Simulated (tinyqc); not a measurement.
On-chip power grid, static voltage drop by conjugate gradients: one step of the calculation.

A grid of 3 rows and 3 columns, node k = 3 row + column. Neighbours in a row are joined by Rx, in a column by Ry; pad nodes, which reach the supply through Rp: 0, 2, 6, 8. Each node draws I0, node 5 draws kh I0. The drops u = Vdd - V solve G u = i, with G the conductance matrix (1/Rp added on the diagonal at pad nodes).

Question. Diagonal of G, loads and first direction. G_kk = sum of the conductances at node k. Start u = 0, so the residual is r = i; p = r.

Values chosen for this exercise: resistance of a horizontal segment Rx = 0.28 ohm; resistance of a vertical segment Ry = 0.14 ohm; resistance from a pad node to the supply Rp = 0.07 ohm; load current of an ordinary node I0 = 2.6 mA; factor on the load at the hot node kh = 3.

Give: G_kk; r at the start; p at the start.

Answer.

G_kk (S):
```
        col 0   col 1   col 2
row 0  25.000  14.286  25.000
row 1  17.857  21.429  17.857
row 2  25.000  14.286  25.000
```

r at the start (mA):
```
        col 0   col 1   col 2
row 0  2.6000  2.6000  2.6000
row 1  2.6000  2.6000  7.8000
row 2  2.6000  2.6000  2.6000
```

p at the start (mA):
```
        col 0   col 1   col 2
row 0  2.6000  2.6000  2.6000
row 1  2.6000  2.6000  7.8000
row 2  2.6000  2.6000  2.6000
```

Numbers from tinyqc (`OMP_NUM_THREADS=1 python tinyqc.py 2770208 2770209 out.jsonl`; about 0.09 s on one thread of a shared Intel Xeon 2.30GHz).
